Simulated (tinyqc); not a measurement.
Longitudinal sound in a periodic multilayer: transfer matrices, stop bands and folded phonons. Inputs raised by 5 %, one at a time. Computed by tinyqc, a small Python program. Command: `OMP_NUM_THREADS=1 python tinyqc.py 3010316 3010317 out.jsonl multilayer sens`. One thread of a shared host (Intel(R) Xeon(R) Processor @ 2.30GHz), about 0.02 s of CPU time with the checks.

Layers 1 and 2 repeat with period d = d_1 + d_2; waves travel normal to the layers, without loss. State vector (u, s): displacement u and stress divided by omega. Impedances Z = rho v are in 1e6 kg/(m^2 s).

Inputs (values chosen for the exercise, modelled on gallium nitride (layer 1), aluminium nitride (layer 2) and silica (substrate)): density rho_1 = 6.1 g/cm^3; velocity v_1 = 7970 m/s; thickness d_1 = 2.54 nm; density rho_2 = 3.23 g/cm^3; velocity v_2 = 11000 m/s; thickness d_2 = 3.8 nm; substrate density = 2.23 g/cm^3; substrate velocity = 5990 m/s; periods N = 12; optical wave vector q d/pi = 0.12.

Method:
- Z = rho v; interface reflection r = (Z_2 - Z_1)/(Z_2 + Z_1) (stress amplitude, from 1 into 2); Bragg frequency f_B = 1/[2 (d_1/v_1 + d_2/v_2)]; long-wave velocity v_eff = d/sqrt[(d_1/v_1)^2 + (d_2/v_2)^2 + (Z_1/Z_2 + Z_2/Z_1)(d_1/v_1)(d_2/v_2)].
- A layer maps (u, s) by [[cos p, sin p/Z], [-Z sin p, cos p]], p = 2 pi f d_i/v_i; one period is M = M_2 M_1, and cos(q d) = trace(M)/2.
- For N periods A = M^N. A wave comes from a thick layer of material 1 and leaves into the substrate (Z_s): transmitted power T = 4 Z_1 Z_s/|Z_1 A_22 + Z_s A_11 - i (Z_1 Z_s A_12 - A_21)|^2, reflected power R = 1 - T.
- Gap m contains m f_B; its edges, where trace(M)/2 = (-1)^m, are found by root search. Weak-contrast estimate of the width: (4 f_B/pi) |r sin(m pi a)|, a = (d_1/v_1)/(d_1/v_1 + d_2/v_2).
- Light transfers the wave vector q. Solve trace(M)/2 = cos(q d) on the first branch (Brillouin line) and on the two branches around 2 f_B (first folded doublet); 1/cm = 29.9792458 GHz.

Runs; columns: (1) input moved; (2) from; (3) to; (4) width/f_B (%); (5) transmitted power at f_B; (6) long-wave velocity v_eff (m/s); (7) centre of the doublet (1/cm):
```
(1)                           (2)     (3)    (4)      (5)   (6)    (7)
base run                        -       -  19.84  0.00786  9430  50.23
density rho_1 (g/cm^3)        6.1   6.405  22.90  0.00257  9392  50.23
velocity v_1 (m/s)           7970  8368.5  22.82  0.00260  9612  51.41
thickness d_1 (nm)           2.54   2.667  19.88  0.00782  9393  49.05
density rho_2 (g/cm^3)       3.23  3.3915  16.77  0.02506  9463  50.23
velocity v_2 (m/s)          11000   11550  16.80  0.02499  9703  51.50
thickness d_2 (nm)            3.8    3.99  19.78  0.00794  9467  48.96
substrate density (g/cm^3)   2.23  2.3415  19.84  0.00749  9430  50.23
```

Exponents ln(y'/y) / ln(x'/x):
```
input              width/f_B  transmitted power at f_B  long-wave velocity v_eff  centre of the doublet
density rho_1          2.936                   -22.908                    -0.084                  0.000
velocity v_1           2.869                   -22.649                     0.391                  0.476
thickness d_1          0.035                    -0.106                    -0.080                 -0.487
density rho_2         -3.442                    23.765                     0.072                  0.000
velocity v_2          -3.407                    23.707                     0.585                  0.513
thickness d_2         -0.066                     0.200                     0.080                 -0.525
substrate density      0.000                    -0.978                     0.000                  0.000
```

Which inputs matter most for each result?

Among the inputs moved here: width/f_B answers most in size to density rho_2 (exponent -3.442), and about equally to velocity v_2 (-3.407); its exponent is below 0.0005 for substrate density. Its exponent 0.000 in substrate density: the bands belong to the infinite stack. Transmitted power at f_B answers most in size to density rho_2 (exponent +23.765), and about equally to velocity v_2 (+23.707). Long-wave velocity v_eff answers most in size to velocity v_2 (exponent +0.585), next to velocity v_1 (+0.391); its exponent is below 0.0005 for substrate density. Centre of the doublet answers most in size to thickness d_2 (exponent -0.525), next to velocity v_2 (+0.513); its exponent is below 0.0005 for density rho_1, density rho_2, substrate density.

Caution (all rows): at these frequencies damping, strong in glasses, and rough interfaces, both left out here, can weaken the stop bands; layers only a few atoms thick are also beyond continuum acoustics.
